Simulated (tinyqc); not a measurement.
Inside a calculation. Model: capacitance measurement on a leaky thin oxide: effects of series resistance and leakage.

Numbers from tinyqc (`OMP_NUM_THREADS=1 python tinyqc.py 2022126 2022127 out.jsonl`; about 0.01 s on one thread of a shared Intel Xeon 2.30GHz). Printed values are rounded.

The device is a capacitance C in parallel with a leakage conductance G, in series with Rs and Ls. An impedance meter reports either a parallel pair (Cp, Gp) from Y = 1/Z = Gp + i w Cp or a series pair (Cs, Rm) from Z = Rm + 1/(i w Cs); w = 2 pi f, dissipation D = Gp/(w |Cp|).

Parameters, values chosen for the exercise; values of the order met in thin-oxide MOS capacitors:

| symbol | value | unit | meaning |
|---|---|---|---|
| eox | 3.9 |  | relative permittivity of the gate insulator (close to silicon dioxide) |
| tox | 3.5 | nm | insulator thickness |
| A | 2500 | um^2 | gate area |
| zc | 0.46 | nm | oxide-equivalent thickness added by the accumulation layer |
| zp | 0 | nm | oxide-equivalent thickness added by gate depletion |
| Jg | 0.093 | A/cm^2 | gate leakage current density, not matched to the thickness |
| Vs | 0.29 | V | voltage for an e-fold rise of the leakage |
| Rs | 22 | ohm | series resistance |
| Ls | 0 | nH | series inductance |
| f | 10000 | Hz | measuring frequency |

Constants: eps0 = 8.8541878128e-14 F/cm where lengths are in cm. Results are converted to the units shown.

## True capacitance and conductance

EOT = 3.9 tox/eox; CET = EOT + zc + zp; C = 3.9 eps0 A/CET; G = Jg A/Vs.

EOT = 3.5 nm
CET = 3.96 nm
C = 21.8001 pF
G = 8.01724 uS

## What the meter reports

Z = Rs + i w Ls + 1/(G + i w C).

Z = (1.21216-0.20706i) x 1e5 ohm
Cp = 21.7924 pF
Gp = 8.01587 uS
Cs = 768.648 pF
D = 5.85418

Cp is 0.035 % below C and Cs is 35.3 times it; G Rs = 1.76e-4, w C Rs = 3.01e-5 and G/(w C) = 5.85.
